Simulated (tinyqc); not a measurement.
Comparisons within one model: heterojunction of two tight-binding chains. A value that a table varies takes the place of the one given here.

Left chain: hopping -t1, sites at 2 t1 (band bottom 0). Right chain: hopping -t2, sites at dE + 2 t2 (bottom dE). t = c/(m a^2), c = hbar^2/2m0. The bond across the interface is -tc with tc = f sqrt(t1 t2), and the last left site has the extra energy U. In a chain E = bottom + 2t (1 - cos(ka)); the surface Green function of a half chain is g = -exp(ika)/t, with Im k > 0 where cos(ka) > 1.

Constants: hbar^2/2m0 = 3.80998211 eV angstrom^2.

Parameters, chosen for this exercise (masses and offset of the size met at InGaAs / InAlAs; not measured data):
```
symbol  value  unit      meaning
a       5      angstrom  site spacing
m1      0.042  m0        mass on the left
m2      0.072  m0        mass on the right
dE      0.43   eV        band offset
f       1                factor on the interface hopping
U       0.41   eV        extra energy on the last left site
E       0.465  eV        electron energy
```

## Transmission against energy, and which matching rule a chain obeys

Chain A is the junction as given; chain B has tc = sqrt(t1 t2) and U = 0; chain C has tc = t2 and U = t2 - t1, the finite-difference form of -d/dx (c/m) d/dx. Continuum formulas T = 4 x y/(x + y)^2 with parabolic k: x, y = k/m on each side (BenDaniel-Duke) or x, y = k (slope continuous).

T:
```
E - dE (eV)  E (eV)  chain A  chain B  chain C  k/m matched  k matched
0.002         0.432   0.2979   0.2967   0.1853       0.1878     0.3004
0.005         0.435   0.4283   0.4269   0.2763       0.2798     0.4318
0.010         0.440   0.5465   0.5452   0.3660       0.3704     0.5507
0.020         0.450   0.6731   0.6725   0.4726       0.4778     0.6781
0.050         0.480   0.8290   0.8305   0.6289       0.6346     0.8352
0.100         0.530   0.9170   0.9212   0.7426       0.7482     0.9244
0.200         0.630   0.9684   0.9757   0.8362       0.8414     0.9772
0.400         0.830   0.9871   0.9975   0.9010       0.9057     0.9977
```

Chain C follows the k/m rule within 0.0057 and chain B the plain k rule within 0.0056, while the two rules differ by up to 0.2007: in B the self-energy of the right side is -t1 exp(i k2 a), so only k2 enters, and in C it is -t2 exp(i k2 a), which carries 1/m2. Chain A, with f = 1 and U = 0.41 eV, has an interface term of its own and lies up to 0.0103 from B and 0.2004 from C.

## When the interface binds a state

A state below both bands solves E - 2 t1 - U - S1(E) - S2(E) = 0 for E < 0, with S1 = -t1 z1, S2 = -(tc^2/t2) z2 and |z| < 1 the decaying root of z + 1/z = 2 - (E - bottom)/t. Decay lengths -a/ln|z|. The threshold is the U that solves the equation at E = 0. A dash: no bound state.

Interface state:
```
U (eV)   E (eV)  decay left (angstrom)  decay right (angstrom)
-0.39         -                      -                       -
-0.78         -                      -                       -
-1.18         -                      -                       -
-1.44   -0.0043                  145.3                    11.1
-1.70   -0.0317                   53.5                    10.8
-2.09   -0.1040                   29.6                    10.1
-2.62   -0.2438                   19.3                     9.0
-3.92   -0.7377                   11.2                     6.9
```

threshold U = -1.3079 eV

The step pushes the state out, so an attraction must exceed 1.3079 eV to bind; 5 of the 8 rows are bound. At U = -3.92 eV the state decays over 11.2 angstrom to the left and 6.9 to the right, where the band lies higher.

## What each parameter does

T = 4 Im(S1) Im(S2) |G|^2 with G = 1/(E - 2 t1 - U - S1 - S2), S1 = -t1 exp(i k1 a), S2 = -(tc^2/t2) exp(i k2 a). Each row changes one parameter from the base and keeps the others.

Results:
```
case                 T    k1 a    k2 a
base            0.7720  0.3599  0.1287
m1 = 0.0504 m0  0.7378  0.3947  0.1287
m2 = 0.0864 m0  0.8040  0.3599  0.1410
dE = 0.38 eV    0.9090  0.3599  0.2007
f = 0.9         0.5456  0.3599  0.1287
U = 0.61 eV     0.7424  0.3599  0.1287
a = 4 angstrom  0.7741  0.2874  0.1029
```

The largest shifts from the base row, up to three for each result and ties (the steps differ in size, so this ranks the rows, not the parameters). T: f -0.2264, dE +0.1370, m1 -0.0342. k1 a: a -0.0725, m1 +0.0348; unchanged at the printed digits by m2, dE, f and U. k2 a: dE +0.0721, a -0.0258, m2 +0.0123; unchanged at the printed digits by m1, f and U.

Program tinyqc; command `OMP_NUM_THREADS=1 python tinyqc.py 1452793 1452794 out.jsonl`; about 0.01 s on one thread of a shared Intel(R) Xeon(R) Processor @ 2.30GHz.
